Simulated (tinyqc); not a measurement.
# Global model of a low-pressure process discharge: electron temperature, density, ion flux and ion energy, step by step

A worked calculation. Computed by tinyqc, a small Python program that keeps every step. Command: `OMP_NUM_THREADS=1 python tinyqc.py 3111073 3111074 out.jsonl plasma walk`. One thread of a shared host (Intel(R) Xeon(R) Processor @ 2.30GHz), about 0.01 s of CPU time with the checks. Intermediate numbers are printed to about 7 digits and carried at full precision; extremes and crossings named in words are read from the listed rows.

Maxwellian electrons with temperature T_e in eV, one positive ion, no negative ions, uniform bulk density n; rate constants have the Arrhenius form.

Inputs (values chosen for the exercise, of the order of those of an inductive discharge in a simple atomic gas): ion mass M = 40 u; ionisation prefactor K0 = 2.7e-14 m^3/s; ionisation energy E_iz = 14.6 eV; excitation prefactor X0 = 7.2e-15 m^3/s; excitation energy E_ex = 11.5 eV; elastic rate constant K_el = 6.6e-14 m^3/s; ion-neutral cross section = 8.1e-19 m^2; pressure p = 7.7 Pa; gas temperature T_g = 600 K; radius R = 9.5 cm; height L = 13 cm; absorbed power P = 290 W; bias power P_b = 21 W; radius of the biased electrode = 7.5 cm; bias frequency = 13.56 MHz; mixing = 0.3.

Constants: k_B = 1.380649e-23 J/K; e = 1.602176634e-19 C; u = 1.6605390666e-27 kg; m_0 = 9.1093837015e-31 kg; eps_0 = 8.8541878128e-12 F/m.

## Geometry factors

n_g = p/(k_B T_g); lambda_i = 1/(n_g sigma); h_L = 0.86/sqrt(3 + L/(2 lambda_i)), h_R = 0.8/sqrt(4 + R/lambda_i); A_eff = 2 pi R^2 h_L + 2 pi R L h_R; d_eff = pi R^2 L/A_eff.

gas density n_g = 9.295145e+20 1/m^3

ion mean free path = 0.1328186 cm

h_L = 0.1193306

h_R = 0.09205372

A_eff = 139.0986 cm^2

d_eff = 26.49829 cm

Caution: at so short an ion path the formulas for h_L and h_R give way to the ambipolar-diffusion limit.

## A fixed-point cycle for T_e

Particle balance: K0 exp(-E_iz/T_e) n_g d_eff = u_B, u_B = sqrt(e T_e/M). Cycle: T_out = T sqrt(loss/creation) with loss/creation = u_B/(K0 exp(-E_iz/T) n_g d_eff); T -> T + mixing (T_out - T), kept between 0.3 and 60 eV, from 3 eV; stop at |T_out - T| < 1e-9 eV or after 60 steps.

Course:
```
step    T (eV)  T_out (eV)  residual (eV)
0     3.000000    0.687648  -2.312352e+00
1     2.306294    1.029143  -1.277151e+00
2     1.923149    1.540698  -3.824506e-01
3     1.808414    1.815158   6.744134e-03
4     1.810437    1.809515  -9.217380e-04
5     1.810161    1.810285   1.240301e-04
6     1.810198    1.810181  -1.672542e-05
7     1.810193    1.810195   2.254769e-06
8     1.810193    1.810193  -3.039792e-07
9     1.810193    1.810193   4.098108e-08
10    1.810193    1.810193  -5.524887e-09
11    1.810193    1.810193   7.448402e-10
```

last residual = 7.448402e-10 eV

Converged in 12 steps.

## Electron temperature

Root found by bracketing.

T_e = 1.810193 eV

Bohm velocity u_B = 2089.600 m/s

K_iz = 8.483775e-18 m^3/s

## Energy per pair and density

E_c = E_iz + (X0 exp(-E_ex/T_e) E_ex + K_el (3 m_0/M) T_e)/K_iz; wall potential V_s = (T_e/2) ln(M/(2 pi m_0)); E_T = E_c + 2 T_e + T_e/2 + V_s; n = P/(e u_B A_eff E_T); ion current density J = e h_L n u_B; ionised share n/n_g.

collisional loss per pair E_c = 32.17774 eV

wall potential V_s = 8.470963 V

E_T = 45.17418 eV

plasma density n = 1.378515e+12 1/cm^3

ion current density J = 5.507277 mA/cm^2

ionised share = 0.001483048

Collisions take 71 % of the power and the walls the rest. T_e came from the particle balance alone; the power sets only n.

## Biased electrode

All bias power goes to ions: V_b = P_b/(J pi r^2). Debye length at the sheath edge lambda_D = sqrt(eps_0 T_e/(e h_L n)); Child-law sheath s = (sqrt2/3) lambda_D (2 V/T_e)^(3/4), V = V_b + V_s; ion transit time tau_i = 3 s sqrt(M/(2 e V)); collisions in the sheath s/lambda_i.

bias voltage V_b = 21.57794 V

lambda_D = 24.66039 micrometre

sheath width s = 0.1607844 mm

ion transit time = 40.06224 ns

transit time over bias period = 0.5432439

s/lambda_i = 0.1210557

## Pressure series at fixed power

n_g = p/(k_B T_g), lambda_i = 1/(n_g sigma), K_iz = K0 exp(-E_iz/T_e), h_L = 0.86/sqrt(3 + L/(2 lambda_i)), h_R = 0.8/sqrt(4 + R/lambda_i), A_eff = 2 pi R^2 h_L + 2 pi R L h_R and d_eff = pi R^2 L/A_eff follow p. E_c = E_iz + (X0 exp(-E_ex/T_e) E_ex + K_el (3 m_0/M) T_e)/K_iz; E_T = E_c + (5/2) T_e + (T_e/2) ln(M/(2 pi m_0)); n = P/(e u_B A_eff E_T); J = e h_L n u_B. Pressures without a root below 2 E_iz are left out.

Against pressure:
```
p (Pa)  T_e (eV)  E_c (eV)  E_T (eV)    n (1/cm^3)  J (mA/cm^2)
0.1     9.426792  18.86519  86.54570  8.192148e+10     2.822949
0.2     5.657135  19.91210  60.52801  1.643856e+11     4.048550
0.5     3.750988  21.62641  48.55696  3.042317e+11     5.073036
1.0     2.971516  23.34508  44.67935  4.589207e+11     5.534748
2.0     2.447322  25.57982  43.15059  6.805721e+11     5.748063
5.0     1.976003  29.64451  43.83140  1.112023e+12     5.672327
10.0    1.722530  33.97745  46.34451  1.559760e+12     5.369745
20.0    1.526370  40.16132  51.12004  2.101355e+12     4.870535
```

T_e falls from 9.43 to 1.53 eV, n changes by a factor 25.7 and J by 1.73; in J = P h_L/(A_eff E_T), E_T changes by a factor 0.59 and is least at 2 Pa, between wall losses at high T_e and excitation losses at low T_e.

Checks made by the program: cycle against bracketing (relative difference 1e-10).
